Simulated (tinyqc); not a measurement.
Tight-binding t2g bands of a cubic perovskite: one step. Levels and orbital weights. Four cases, with inputs chosen for the exercise.

Question. Diagonalise; the levels are twofold; weights summed over spin and averaged over the pair.

Give: levels; weights.

Case 1.

H(k) (eV), lower triangle (Hermitian):
```
            yz+         zx+        xy+        yz-       zx-       xy-
yz+    0.178760
zx+  -0.005000i    1.023831
xy+           0           0   1.119382
yz-           0           0   0.005000   0.178760
zx-           0           0  0.005000i  0.005000i  1.023831
xy-   -0.005000  -0.005000i          0          0         0  1.119382
```

Answer.

levels (eV): 0.1787  1.0236  1.1197

weights:
```
    pair 1  pair 2  pair 3
yz   1.000   0.000   0.000
zx   0.000   0.997   0.003
xy   0.000   0.003   0.997
```

The lowest pair is 100 % yz.

Case 2.

H(k) (eV), lower triangle (Hermitian):
```
            yz+         zx+        xy+        yz-       zx-       xy-
yz+    0.679426
zx+  -0.074333i    1.274770
xy+           0           0   1.407137
yz-           0           0   0.074333   0.679426
zx-           0           0  0.074333i  0.074333i  1.274770
xy-   -0.074333  -0.074333i          0          0         0  1.407137
```

Answer.

levels (eV): 0.6646  1.2437  1.4531

weights:
```
    pair 1  pair 2  pair 3
yz   0.980   0.004   0.016
zx   0.012   0.806   0.182
xy   0.008   0.190   0.802
```

The lowest pair is 98 % yz.

Case 3.

H(k) (eV), lower triangle (Hermitian):
```
            yz+         zx+        xy+        yz-       zx-       xy-
yz+    0.476493
zx+  -0.012667i    0.554672
xy+           0           0   0.623033
yz-           0           0   0.012667   0.476493
zx-           0           0  0.012667i  0.012667i  0.554672
xy-   -0.012667  -0.012667i          0          0         0  0.623033
```

Answer.

levels (eV): 0.4737  0.5537  0.6268

weights:
```
    pair 1  pair 2  pair 3
yz   0.974   0.016   0.010
zx   0.021   0.944   0.036
xy   0.005   0.040   0.955
```

The lowest pair is 97 % yz.

Case 4.

H(k) (eV), lower triangle (Hermitian):
```
            yz+         zx+        xy+        yz-       zx-       xy-
yz+    0.465932
zx+  -0.147667i    0.454726
xy+           0           0   0.226912
yz-           0           0   0.147667   0.465932
zx-           0           0  0.147667i  0.147667i  0.454726
xy-   -0.147667  -0.147667i          0          0         0  0.226912
```

Answer.

levels (eV): 0.1347  0.3126  0.7002

weights:
```
    pair 1  pair 2  pair 3
yz   0.076   0.493   0.431
zx   0.087   0.507   0.406
xy   0.837   0.000   0.163
```

The lowest pair is 84 % xy.

Computed by tinyqc, one run a case: `OMP_NUM_THREADS=1 python tinyqc.py N N+1 out.jsonl` with N = 1480677, 1480769, 1481944, 1481974; one thread of a shared Intel(R) Xeon(R) Processor @ 2.30GHz, about 0.01 s a run at most.
